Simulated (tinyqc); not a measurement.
Pinning factor and decay constant from two barriers.

Problem. phiB = S (phiM - chi) + (1 - S)(Eg - E0) with S = 1/(1 + (1/S0 - 1) exp(-be ti)). Find S0, S at the given thickness and be.

Inputs (values chosen for the exercise); semiconductor values close to those of In0.53Ga0.47As; interlayer mass of the order of that in aluminium oxide, offset chosen freely:
- Eg = 0.737 eV (band gap)
- chi = 4.52 eV (electron affinity)
- E0 = 0.49 eV (charge-neutrality level above the valence band)
- phiM = 4.6 eV (metal work function)

phiB at ti = 0, 0.2 nm (eV): 0.22195000  0.20818301

Answer. Each barrier gives its S by linear interpolation between the pinned and the unpinned value; the ratio of the two values of 1/S - 1 is exp(be ti).

S0 = 0.150
S = 0.232
be = 2.70 1/nm

tinyqc, about 0.03 s, one thread, Intel Xeon 2.30GHz (shared host): `OMP_NUM_THREADS=1 python tinyqc.py 2270160 2270161 out.jsonl`
